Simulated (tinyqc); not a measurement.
Worked calculation (part 1 of 2): UKS/LDA (PW92) in the sto-6g basis, for Li, spin multiplicity 2. Computed by tinyqc, a small Python program that keeps every step (integrals from PySCF). Settings: charge = 0, multiplicity = 2, basis = sto-6g, energy threshold = 1e-08, iteration cap = 75, orthogonalisation = symmetric, start = highest core orbitals, DIIS depth = 4, DIIS from iteration = 2, method = UKS, functional = lda,pw, grid = [20, 14]. Command: `OMP_NUM_THREADS=1 python tinyqc.py 22652 22653 out.jsonl` (the two numbers bound the seeds that draw the settings). One thread of a shared host (Intel(R) Xeon(R) Processor @ 2.60GHz), about 0.6 s of CPU time with the checks. Later iterations appear only in the table of the cycle.

## One-electron integrals

Geometry (angstrom):
```
atom        x        y        z
Li    0.00000  0.00000  0.00000
```

Basis sto-6g: exponents (1/bohr^2) and contraction coefficients of normalised primitives:
```
element  l (shell)   exponent  coefficient
Li           s (1)  167.17585      0.00916
Li           s (1)   30.65151      0.04936
Li           s (1)    8.57519      0.16854
Li           s (1)    2.94581      0.37056
Li           s (1)    1.14394      0.41649
Li           s (1)    0.47114      0.13033
Li           s (2)    6.59756     -0.01325
Li           s (2)    1.30583     -0.04699
Li           s (2)    0.40585     -0.03379
Li           s (2)    0.15615      0.25024
Li           s (2)    0.06781      0.59512
Li           s (2)    0.03108      0.24071
Li           p (3)    6.59756      0.00376
Li           p (3)    1.30583      0.03768
Li           p (3)    0.40585      0.17390
Li           p (3)    0.15615      0.41804
Li           p (3)    0.06781      0.42586
Li           p (3)    0.03108      0.10171
```

Overlap, kinetic and nuclear-attraction integrals over the contracted functions; the nuclear repulsion is the sum of Za Zb / Rab.

nuclear repulsion = 0 hartree

overlap S:
```
          1Li 1s   1Li 2s  1Li 2px  1Li 2py  1Li 2pz
1Li 1s   1.00000  0.23574  0.00000  0.00000  0.00000
1Li 2s   0.23574  1.00000  0.00000  0.00000  0.00000
1Li 2px  0.00000  0.00000  1.00000  0.00000  0.00000
1Li 2py  0.00000  0.00000  0.00000  1.00000  0.00000
1Li 2pz  0.00000  0.00000  0.00000  0.00000  1.00000
```

kinetic energy T (hartree):
```
           1Li 1s    1Li 2s  1Li 2px  1Li 2py  1Li 2pz
1Li 1s    3.61674  -0.11072  0.00000  0.00000  0.00000
1Li 2s   -0.11072   0.10652  0.00000  0.00000  0.00000
1Li 2px   0.00000   0.00000  0.32001  0.00000  0.00000
1Li 2py   0.00000   0.00000  0.00000  0.32001  0.00000
1Li 2pz   0.00000   0.00000  0.00000  0.00000  0.32001
```

nuclear attraction V (hartree):
```
           1Li 1s    1Li 2s   1Li 2px   1Li 2py   1Li 2pz
1Li 1s   -8.06714  -0.82836   0.00000   0.00000   0.00000
1Li 2s   -0.82836  -1.20005   0.00000   0.00000   0.00000
1Li 2px   0.00000   0.00000  -1.19999   0.00000   0.00000
1Li 2py   0.00000   0.00000   0.00000  -1.19999   0.00000
1Li 2pz   0.00000   0.00000   0.00000   0.00000  -1.19999
```

core Hamiltonian H = T + V (hartree):
```
           1Li 1s    1Li 2s   1Li 2px   1Li 2py   1Li 2pz
1Li 1s   -4.45040  -0.93908   0.00000   0.00000   0.00000
1Li 2s   -0.93908  -1.09352   0.00000   0.00000   0.00000
1Li 2px   0.00000   0.00000  -0.87998   0.00000   0.00000
1Li 2py   0.00000   0.00000   0.00000  -0.87998   0.00000
1Li 2pz   0.00000   0.00000   0.00000   0.00000  -0.87998
```

## Two-electron integrals

Functions are numbered as in S; the eight-fold symmetry (ij|kl) = (ji|kl) = (kl|ij) leaves the list below.

Two-electron integrals (ij|kl) in chemists' order, unique and non-zero (hartree):
```
(11|11) 1.68125   (21|11) 0.24260   (21|21) 0.04451   (22|11) 0.39719
(22|21) 0.09028   (22|22) 0.29062   (31|31) 0.00944   (32|31) 0.01426
(32|32) 0.06424   (33|11) 0.39719   (33|21) 0.09028   (33|22) 0.29062
(33|33) 0.31312   (41|41) 0.00944   (42|41) 0.01426   (42|42) 0.06424
(43|43) 0.01688   (44|11) 0.39719   (44|21) 0.09028   (44|22) 0.29062
(44|33) 0.27937   (44|44) 0.31312   (51|51) 0.00944   (52|51) 0.01426
(52|52) 0.06424   (53|53) 0.01688   (54|54) 0.01688   (55|11) 0.39719
(55|21) 0.09028   (55|22) 0.29062   (55|33) 0.27937   (55|44) 0.27937
(55|55) 0.31312
```

## Orthogonalisation

S = U s U^T; symmetric (Loewdin) form X = U s^(-1/2) U^T, so that X^T S X = 1.

eigenvalues of S: 0.76426  1.00000  1.00000  1.00000  1.23574

X:
```
           1Li 1s    1Li 2s  1Li 2px  1Li 2py  1Li 2pz
1Li 1s    1.02173  -0.12215  0.00000  0.00000  0.00000
1Li 2s   -0.12215   1.02173  0.00000  0.00000  0.00000
1Li 2px   0.00000   0.00000  1.00000  0.00000  0.00000
1Li 2py   0.00000   0.00000  0.00000  1.00000  0.00000
1Li 2pz   0.00000   0.00000  0.00000  0.00000  1.00000
```

## Starting guess

The start is the highest orbitals of the core Hamiltonian (a deliberately bad start); D(s) = C_occ C_occ^T for each spin.

D(alpha) at the start:
```
          1Li 1s   1Li 2s  1Li 2px  1Li 2py  1Li 2pz
1Li 1s   0.00000  0.00000  0.00000  0.00000  0.00000
1Li 2s   0.00000  0.00000  0.00000  0.00000  0.00000
1Li 2px  0.00000  0.00000  0.00000  0.00000  0.00000
1Li 2py  0.00000  0.00000  0.00000  1.00000  0.00000
1Li 2pz  0.00000  0.00000  0.00000  0.00000  1.00000
```

D(beta) at the start:
```
          1Li 1s   1Li 2s  1Li 2px  1Li 2py  1Li 2pz
1Li 1s   0.00000  0.00000  0.00000  0.00000  0.00000
1Li 2s   0.00000  0.00000  0.00000  0.00000  0.00000
1Li 2px  0.00000  0.00000  0.00000  0.00000  0.00000
1Li 2py  0.00000  0.00000  0.00000  0.00000  0.00000
1Li 2pz  0.00000  0.00000  0.00000  0.00000  1.00000
```

## Iteration 1: exchange-correlation on the grid

Becke grid with 20 radial and 14 angular points per atom, points of zero weight dropped. rho = sum D_ij phi_i phi_j; V_xc,ij = sum w v_xc phi_i phi_j; v_xc is d(rho eps)/d rho(s) for spin s.

The 16 grid points with the largest w rho, of 280 (bohr, atomic units):
```
x                y         z         w  rho(alpha)  rho(beta)    eps_xc  v_xc(alpha)
0.00000    0.00000   2.76797   4.79917     0.00952    0.00952  -0.23901     -0.31126
0.00000    0.00000  -2.76797   4.79917     0.00952    0.00952  -0.23901     -0.31126
0.00000    0.00000  -3.59305   9.80695     0.00429    0.00429  -0.18800     -0.24451
0.00000    0.00000   3.59305   9.80695     0.00429    0.00429  -0.18800     -0.24451
0.00000    0.00000  -2.09015   2.23722     0.01611    0.01611  -0.28029     -0.36540
0.00000    0.00000   2.09015   2.23722     0.01611    0.01611  -0.28029     -0.36540
0.00000    0.00000  -4.59153  19.35999     0.00142    0.00142  -0.13489     -0.17522
0.00000    0.00000   4.59153  19.35999     0.00142    0.00142  -0.13489     -0.17522
-1.59809   1.59809   1.59809   5.39907     0.00635    0.00317  -0.19636     -0.26556
1.59809   -1.59809  -1.59809   5.39907     0.00635    0.00317  -0.19636     -0.26556
-1.59809   1.59809  -1.59809   5.39907     0.00635    0.00317  -0.19636     -0.26556
-1.59809  -1.59809  -1.59809   5.39907     0.00635    0.00317  -0.19636     -0.26556
1.59809    1.59809   1.59809   5.39907     0.00635    0.00317  -0.19636     -0.26556
1.59809   -1.59809   1.59809   5.39907     0.00635    0.00317  -0.19636     -0.26556
1.59809    1.59809  -1.59809   5.39907     0.00635    0.00317  -0.19636     -0.26556
-1.59809  -1.59809   1.59809   5.39907     0.00635    0.00317  -0.19636     -0.26556
```

electrons on the grid, sum of w rho = 3.00000

E_xc = sum of w rho eps_xc = -0.5766796 hartree

V_xc(alpha) (hartree):
```
           1Li 1s    1Li 2s   1Li 2px   1Li 2py   1Li 2pz
1Li 1s   -0.24444  -0.06773   0.00000   0.00000   0.00000
1Li 2s   -0.06773  -0.21814   0.00000   0.00000   0.00000
1Li 2px   0.00000   0.00000  -0.14543   0.00000   0.00000
1Li 2py   0.00000   0.00000   0.00000  -0.24982   0.00000
1Li 2pz   0.00000   0.00000   0.00000   0.00000  -0.25916
```

V_xc(beta) (hartree):
```
           1Li 1s    1Li 2s   1Li 2px   1Li 2py   1Li 2pz
1Li 1s   -0.20701  -0.05669   0.00000   0.00000   0.00000
1Li 2s   -0.05669  -0.18591   0.00000   0.00000   0.00000
1Li 2px   0.00000   0.00000  -0.12959   0.00000   0.00000
1Li 2py   0.00000   0.00000   0.00000  -0.18482   0.00000
1Li 2pz   0.00000   0.00000   0.00000   0.00000  -0.24332
```

## Iteration 1: building the Kohn-Sham matrix

J_ij = sum D_kl (ij|kl) with D = D(alpha) + D(beta); F = H + J + V_xc; E = tr D H + tr D J / 2 + E_xc + E_nn.

Coulomb J (hartree):
```
          1Li 1s   1Li 2s  1Li 2px  1Li 2py  1Li 2pz
1Li 1s   1.19157  0.27084  0.00000  0.00000  0.00000
1Li 2s   0.27084  0.87187  0.00000  0.00000  0.00000
1Li 2px  0.00000  0.00000  0.83812  0.00000  0.00000
1Li 2py  0.00000  0.00000  0.00000  0.87187  0.00000
1Li 2pz  0.00000  0.00000  0.00000  0.00000  0.90562
```

F(alpha) (hartree):
```
           1Li 1s    1Li 2s   1Li 2px   1Li 2py   1Li 2pz
1Li 1s   -3.50327  -0.73598   0.00000   0.00000   0.00000
1Li 2s   -0.73598  -0.43978   0.00000   0.00000   0.00000
1Li 2px   0.00000   0.00000  -0.18729   0.00000   0.00000
1Li 2py   0.00000   0.00000   0.00000  -0.25793   0.00000
1Li 2pz   0.00000   0.00000   0.00000   0.00000  -0.23352
```

F(beta) (hartree):
```
           1Li 1s    1Li 2s   1Li 2px   1Li 2py   1Li 2pz
1Li 1s   -3.46584  -0.72494   0.00000   0.00000   0.00000
1Li 2s   -0.72494  -0.40756   0.00000   0.00000   0.00000
1Li 2px   0.00000   0.00000  -0.17145   0.00000   0.00000
1Li 2py   0.00000   0.00000   0.00000  -0.19294   0.00000
1Li 2pz   0.00000   0.00000   0.00000   0.00000  -0.21768
```

total energy of this density = -1.8750741 hartree

## Iteration 1: diagonalisation and new density

Diagonalise F' = X^T F X, C = X C', fill 2 alpha and 1 beta electrons from the bottom; D(s) = C_occ C_occ^T. Each column has its largest component positive (the first on a tie).

F' = X^T F X (alpha) (hartree):
```
          1         2         3         4         5
1  -3.48000  -0.28716   0.00000   0.00000   0.00000
2  -0.28716  -0.32766   0.00000   0.00000   0.00000
3   0.00000   0.00000  -0.18729   0.00000   0.00000
4   0.00000   0.00000   0.00000  -0.25793   0.00000
5   0.00000   0.00000   0.00000   0.00000  -0.23352
```

orbital energies (alpha) (hartree): MO1 -3.50594, MO2 -0.30172, MO3 -0.25793, MO4 -0.23352, MO5 -0.18729

coefficients C (alpha):
```
              MO1       MO2      MO3      MO4      MO5
1Li 1s    1.00659  -0.21360  0.00000  0.00000  0.00000
1Li 2s   -0.02972   1.02857  0.00000  0.00000  0.00000
1Li 2px   0.00000   0.00000  0.00000  0.00000  1.00000
1Li 2py   0.00000   0.00000  1.00000  0.00000  0.00000
1Li 2pz   0.00000   0.00000  0.00000  1.00000  0.00000
```

F' = X^T F X (beta) (hartree):
```
          1         2         3         4         5
1  -3.44319  -0.28417   0.00000   0.00000   0.00000
2  -0.28417  -0.29622   0.00000   0.00000   0.00000
3   0.00000   0.00000  -0.17145   0.00000   0.00000
4   0.00000   0.00000   0.00000  -0.19294   0.00000
5   0.00000   0.00000   0.00000   0.00000  -0.21768
```

orbital energies (beta) (hartree): MO1 -3.46865, MO2 -0.27077, MO3 -0.21768, MO4 -0.19294, MO5 -0.17145

coefficients C (beta):
```
              MO1       MO2      MO3      MO4      MO5
1Li 1s    1.00675  -0.21282  0.00000  0.00000  0.00000
1Li 2s   -0.03051   1.02855  0.00000  0.00000  0.00000
1Li 2px   0.00000   0.00000  0.00000  0.00000  1.00000
1Li 2py   0.00000   0.00000  0.00000  1.00000  0.00000
1Li 2pz   0.00000   0.00000  1.00000  0.00000  0.00000
```

D(alpha) after iteration 1:
```
           1Li 1s    1Li 2s  1Li 2px  1Li 2py  1Li 2pz
1Li 1s    1.05884  -0.24961  0.00000  0.00000  0.00000
1Li 2s   -0.24961   1.05884  0.00000  0.00000  0.00000
1Li 2px   0.00000   0.00000  0.00000  0.00000  0.00000
1Li 2py   0.00000   0.00000  0.00000  0.00000  0.00000
1Li 2pz   0.00000   0.00000  0.00000  0.00000  0.00000
```

D(beta) after iteration 1:
```
           1Li 1s    1Li 2s  1Li 2px  1Li 2py  1Li 2pz
1Li 1s    1.01355  -0.03072  0.00000  0.00000  0.00000
1Li 2s   -0.03072   0.00093  0.00000  0.00000  0.00000
1Li 2px   0.00000   0.00000  0.00000  0.00000  0.00000
1Li 2py   0.00000   0.00000  0.00000  0.00000  0.00000
1Li 2pz   0.00000   0.00000  0.00000  0.00000  0.00000
```

## Iteration 2: exchange-correlation on the grid

As before.

The 16 grid points with the largest w rho, of 280 (bohr, atomic units):
```
x                y         z        w  rho(alpha)  rho(beta)    eps_xc  v_xc(alpha)
-0.28456   0.28456   0.28456  0.05143     0.44670    0.44078  -0.77997     -1.02655
0.28456    0.28456   0.28456  0.05143     0.44670    0.44078  -0.77997     -1.02655
-0.28456  -0.28456   0.28456  0.05143     0.44670    0.44078  -0.77997     -1.02655
0.28456   -0.28456   0.28456  0.05143     0.44670    0.44078  -0.77997     -1.02655
-0.28456  -0.28456  -0.28456  0.05143     0.44670    0.44078  -0.77997     -1.02655
0.28456   -0.28456  -0.28456  0.05143     0.44670    0.44078  -0.77997     -1.02655
-0.28456   0.28456  -0.28456  0.05143     0.44670    0.44078  -0.77997     -1.02655
0.28456    0.28456  -0.28456  0.05143     0.44670    0.44078  -0.77997     -1.02655
0.00000    0.00000  -0.49288  0.04571     0.44670    0.44078  -0.77997     -1.02655
0.00000   -0.49288   0.00000  0.04571     0.44670    0.44078  -0.77997     -1.02655
0.00000    0.00000   0.49288  0.04571     0.44670    0.44078  -0.77997     -1.02655
0.49288    0.00000   0.00000  0.04571     0.44670    0.44078  -0.77997     -1.02655
-0.49288   0.00000   0.00000  0.04571     0.44670    0.44078  -0.77997     -1.02655
0.00000    0.49288   0.00000  0.04571     0.44670    0.44078  -0.77997     -1.02655
-0.43569   0.43569   0.43569  0.16154     0.10696    0.10687  -0.50057     -0.65550
0.43569   -0.43569   0.43569  0.16154     0.10696    0.10687  -0.50057     -0.65550
```

electrons on the grid, sum of w rho = 2.99998

E_xc = sum of w rho eps_xc = -1.7570148 hartree

V_xc(alpha) (hartree):
```
           1Li 1s    1Li 2s   1Li 2px   1Li 2py   1Li 2pz
1Li 1s   -1.05062  -0.12564   0.00000   0.00000   0.00000
1Li 2s   -0.12564  -0.20035   0.00000   0.00000   0.00000
1Li 2px   0.00000   0.00000  -0.20036   0.00000   0.00000
1Li 2py   0.00000   0.00000   0.00000  -0.20036   0.00000
1Li 2pz   0.00000   0.00000   0.00000   0.00000  -0.20036
```

V_xc(beta) (hartree):
```
           1Li 1s    1Li 2s   1Li 2px   1Li 2py   1Li 2pz
1Li 1s   -1.04140  -0.11909   0.00000   0.00000   0.00000
1Li 2s   -0.11909  -0.14458   0.00000   0.00000   0.00000
1Li 2px   0.00000   0.00000  -0.14459   0.00000   0.00000
1Li 2py   0.00000   0.00000   0.00000  -0.14459   0.00000
1Li 2pz   0.00000   0.00000   0.00000   0.00000  -0.14459
```

## Iteration 2: building the Kohn-Sham matrix

As before.

Coulomb J (hartree):
```
          1Li 1s   1Li 2s  1Li 2px  1Li 2py  1Li 2pz
1Li 1s   3.76912  0.57349  0.00000  0.00000  0.00000
1Li 2s   0.57349  1.08052  0.00000  0.00000  0.00000
1Li 2px  0.00000  0.00000  1.08052  0.00000  0.00000
1Li 2py  0.00000  0.00000  0.00000  1.08052  0.00000
1Li 2pz  0.00000  0.00000  0.00000  0.00000  1.08052
```

F(alpha) (hartree):
```
           1Li 1s    1Li 2s  1Li 2px  1Li 2py  1Li 2pz
1Li 1s   -1.73190  -0.49124  0.00000  0.00000  0.00000
1Li 2s   -0.49124  -0.21336  0.00000  0.00000  0.00000
1Li 2px   0.00000   0.00000  0.00018  0.00000  0.00000
1Li 2py   0.00000   0.00000  0.00000  0.00018  0.00000
1Li 2pz   0.00000   0.00000  0.00000  0.00000  0.00018
```

F(beta) (hartree):
```
           1Li 1s    1Li 2s  1Li 2px  1Li 2py  1Li 2pz
1Li 1s   -1.72268  -0.48468  0.00000  0.00000  0.00000
1Li 2s   -0.48468  -0.15759  0.00000  0.00000  0.00000
1Li 2px   0.00000   0.00000  0.05594  0.00000  0.00000
1Li 2py   0.00000   0.00000  0.00000  0.05594  0.00000
1Li 2pz   0.00000   0.00000  0.00000  0.00000  0.05594
```

total energy of this density = -7.2950467 hartree

## Iteration 2: diagonalisation and new density

As before.

F' = X^T F X (alpha) (hartree):
```
          1         2        3        4        5
1  -1.68854  -0.27736  0.00000  0.00000  0.00000
2  -0.27736  -0.12596  0.00000  0.00000  0.00000
3   0.00000   0.00000  0.00018  0.00000  0.00000
4   0.00000   0.00000  0.00000  0.00018  0.00000
5   0.00000   0.00000  0.00000  0.00000  0.00018
```

orbital energies (alpha) (hartree): MO1 -1.73631, MO2 -0.07818, MO3 0.00018, MO4 0.00018, MO5 0.00018

coefficients C (alpha):
```
             MO1       MO2      MO3       MO4       MO5
1Li 1s   0.98617  -0.29380  0.00000   0.00000   0.00000
1Li 2s   0.05304   1.02763  0.00000   0.00000   0.00000
1Li 2px  0.00000   0.00000  0.99826   0.00899  -0.05831
1Li 2py  0.00000   0.00000  0.04787  -0.70115   0.71140
1Li 2pz  0.00000   0.00000  0.03449   0.71295   0.70036
```

F' = X^T F X (beta) (hartree):
```
          1         2        3        4        5
1  -1.67972  -0.27853  0.00000  0.00000  0.00000
2  -0.27853  -0.06923  0.00000  0.00000  0.00000
3   0.00000   0.00000  0.05594  0.00000  0.00000
4   0.00000   0.00000  0.00000  0.05594  0.00000
5   0.00000   0.00000  0.00000  0.00000  0.05594
```

orbital energies (beta) (hartree): MO1 -1.72653, MO2 -0.02242, MO3 0.05594, MO4 0.05594, MO5 0.05594

coefficients C (beta):
```
             MO1       MO2      MO3       MO4       MO5
1Li 1s   0.98735  -0.28980  0.00000   0.00000   0.00000
1Li 2s   0.04888   1.02784  0.00000   0.00000   0.00000
1Li 2px  0.00000   0.00000  0.03179  -0.01927   0.99931
1Li 2py  0.00000   0.00000  0.86930  -0.49289  -0.03716
1Li 2pz  0.00000   0.00000  0.49327   0.86988   0.00108
```

D(alpha) after iteration 2:
```
           1Li 1s    1Li 2s  1Li 2px  1Li 2py  1Li 2pz
1Li 1s    1.05884  -0.24961  0.00000  0.00000  0.00000
1Li 2s   -0.24961   1.05884  0.00000  0.00000  0.00000
1Li 2px   0.00000   0.00000  0.00000  0.00000  0.00000
1Li 2py   0.00000   0.00000  0.00000  0.00000  0.00000
1Li 2pz   0.00000   0.00000  0.00000  0.00000  0.00000
```

D(beta) after iteration 2:
```
          1Li 1s   1Li 2s  1Li 2px  1Li 2py  1Li 2pz
1Li 1s   0.97486  0.04826  0.00000  0.00000  0.00000
1Li 2s   0.04826  0.00239  0.00000  0.00000  0.00000
1Li 2px  0.00000  0.00000  0.00000  0.00000  0.00000
1Li 2py  0.00000  0.00000  0.00000  0.00000  0.00000
1Li 2pz  0.00000  0.00000  0.00000  0.00000  0.00000
```

Within a degenerate level the vectors are fixed only up to a rotation; this is one choice.
